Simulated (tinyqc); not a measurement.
What moves the results: thin (001) film in sp3s* tight binding with raised dangling bonds. A value that a table varies takes the place of the one given here.

Planes alternate anion (a), cation (c) along [001], a/4 apart, starting with an anion; zero in-plane momentum; levels counted from the bulk Ev, the lower root of [[Epa, Vxx], [Vxx, Epc]]; no spin-orbit coupling. Block of s, pz, s*: from an anion to the cation above, Vss/2 (s,s), Vsapc/2 (s,z), -Vscpa/2 (z,s), Vxx/2 (z,z), Vxapc/2 (s*,z), -Vpaxc/2 (z,s*); to the cation below the same with the s-z and s*-z signs reversed. Block of u = (px + py)/sqrt2 and v = (px - py)/sqrt2: to the cation above (Vxx + Vxy)/2 for u and (Vxx - Vxy)/2 for v, to the cation below the reverse. Each surface atom has two dangling sp3 hybrids; raising both by dl adds (dl/2) [[1, t], [t, 1]] to its s, pz levels (t = -1 at the bottom face, +1 at the top) and dl to the one of u, v in whose plane the missing bonds lie (v for a bottom anion or a top cation, u for a top anion).

Values chosen for the exercise (near a published set for GaAs, fitted to gaps, whose masses and valley positions are rough; shifted at random, so the results belong to these values and not to a real crystal):

| symbol | value | unit | meaning |
|---|---|---|---|
| p | (-8.248, 1.044, -2.684, 3.701, 8.499, 6.747, -6.411, 1.948, 5.046, 4.525, 5.717, 4.882, 4.841) | eV | order Esa, Epa, Esc, Epc, Exa, Exc, Vss, Vxx, Vxy, Vsapc, Vscpa, Vxapc, Vpaxc |
| Nw | 26 |  | planes in the thicker film |
| a | 5.657 | angstrom | lattice constant |
| dp | 30 | eV | value of dl for the passivated films |
| Ns | (7, 10, 15, 16, 26, 35, 49, 61) |  | numbers of planes |

## States in the gap of a film

edges (eV): Gamma 1.50798, Delta 2.00338

Levels between 0 and the lower bulk edge, the largest weight on the two outer planes of both faces among them, and the nearest levels outside, for several shifts dl.

Film of Nw planes:

| dl (eV) | levels in the gap | at (eV) | surface weight | next above (eV) | next below (eV) |
|---|---|---|---|---|---|
| 0 | 2 | 0.731, 1.029 | 0.80 | 1.7178 | -0.0027 |
| 1 | 2 | 0.179, 1.081 | 0.55 | 1.7521 | -0.0512 |
| 2 | 2 | 0.436, 1.339 | 0.46 | 1.8040 | -0.0512 |
| 3 | 2 | 0.734, 1.485 | 0.49 | 1.8672 | -0.0512 |
| 5 | 1 | 1.233 | 0.39 | 1.6150 | -0.0512 |
| 10 | 0 | - | - | 1.5378 | -0.0512 |
| 30 | 0 | - | - | 1.5959 | -0.0512 |
| 100 | 0 | - | - | 1.6075 | -0.0512 |

Can the levels of the bare film be read as confined subbands?

No: with bare surfaces (dl = 0) 2 levels lie in the bulk gap, with up to 80 % of the weight on the four outer planes, two a face, where an even spread gives 15 %; these are dangling-bond states, not subbands. The reruns show the bulk gap clear from dl = 10 eV on, and at dl = 30 eV the next level above lies -11.6 meV from its value at 100 eV. At dl = 10 eV the next level above is more than 20 meV from its value at 100 eV, so the surface still acts on it.

## Gap against thickness

Passivated films (finite dp, so levels can still be some meV from their limit), thickness N a/4. Highest level below mid-gap (either block) and the two lowest above it. The exponents are -d ln(shift)/d ln N between the sixth and the last film, for the valence level and for the lowest conduction level.

Levels (eV):

| N | thickness (angstrom) | Ev1 | Ec1 | Ec2 | gap |
|---|---|---|---|---|---|
| 7 | 9.90 | -0.4781 | 1.8605 | 2.2413 | 2.3385 |
| 10 | 14.14 | -0.2374 | 1.7799 | 2.1294 | 2.0173 |
| 15 | 21.21 | -0.1444 | 1.6635 | 2.0502 | 1.8079 |
| 16 | 22.63 | -0.1157 | 1.6690 | 2.0428 | 1.7847 |
| 26 | 36.77 | -0.0512 | 1.5959 | 1.8569 | 1.6471 |
| 35 | 49.50 | -0.0320 | 1.5616 | 1.7313 | 1.5936 |
| 49 | 69.30 | -0.0170 | 1.5413 | 1.6442 | 1.5583 |
| 61 | 86.27 | -0.0112 | 1.5320 | 1.6052 | 1.5432 |

exponents: valence 1.89, conduction 1.44

What can be read from the table?

The gap is 2.339 eV at 9.9 angstrom and 1.543 eV at 86.3, against 1.508 eV in the bulk along this line. At 16 planes the conduction side gives 161 meV of the widening and the valence side 116 meV. A hard-walled parabolic band has exponent 2; departures come from the offset between N a/4 and the effective width, from non-parabolicity and from the termination (odd and even N end differently: in the direction of the bond rows at the two faces and, in a compound, in the kind of atom), which also makes single steps in N uneven. Ec1 is the Gamma subband.

## What each change does

A film of Nw planes with shift dp: highest level below mid-gap (half the lower bulk edge) and the two lowest above. Each row changes one parameter from the base and keeps the others.

Results:

| case | Ev1 (eV) | Ec1 (eV) | Ec2 (eV) |
|---|---|---|---|
| base | -0.0512 | 1.5959 | 1.8569 |
| Nw = 30 | -0.0398 | 1.5806 | 1.7970 |
| dp = 60 eV | -0.0512 | 1.6044 | 1.8717 |

What can be read from the table?

The largest shifts from the base row, up to three for each result and ties (the steps differ in size, so this ranks the rows, not the parameters). Ev1 (eV): Nw +0.0114; unchanged at the printed digits by dp. Ec1 (eV): Nw -0.0153, dp +0.0086. Ec2 (eV): Nw -0.0599, dp +0.0149. An odd change of Nw also changes which atoms end the film, so levels need not move as thickness alone would move them; the row for dp shows how far the passivation is from converged.

Run: tinyqc, `OMP_NUM_THREADS=1 python tinyqc.py 1451227 1451228 out.jsonl`; Intel(R) Xeon(R) Processor @ 2.30GHz, one thread, shared host; about 0.4 s of CPU time with all checks.
